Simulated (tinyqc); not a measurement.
Worked calculation: Rayleigh-quotient iteration on a symmetric matrix. Computed by tinyqc, a small Python program that keeps every step. Settings: method = rayleigh, shift = 1.47. Command: `OMP_NUM_THREADS=1 python tinyqc.py 21819 21820 out.jsonl` (the two numbers bound the seeds that draw the settings). One thread of a shared host (Intel(R) Xeon(R) Processor @ 2.60GHz), about 0.01 s of CPU time with the checks.

## Step 1

A, lower triangle:
```
         1       2       3
1   0.8910
2  -0.1550  1.5030
3   0.1340  0.0340  1.7510
```

vector v at the start: 0.5774  0.5774  0.5774

shift = 1.4700

solve (A - shift) w = v; v' = w/|w| with its largest component positive (the first on a tie); lambda = v'^T A v'; the next shift is lambda.

vector after step 1: -0.3073  0.8825  0.3560

Rayleigh quotient after step 1 = 1.5527

## Step 2

As before.

vector after step 2: -0.2396  0.9704  -0.0292

Rayleigh quotient after step 2 = 1.5401

## Course of the iteration

Stop when the residual |A v - lambda v| is below 1e-9.

Steps:
```
step    lambda  residual
1     1.552748  1.30e-01
2     1.540105  5.40e-03
3     1.540002  2.27e-06
4     1.540002  7.05e-16
```

all eigenvalues, for comparison: 0.8332  1.5400  1.7718

Converged in 4 steps.
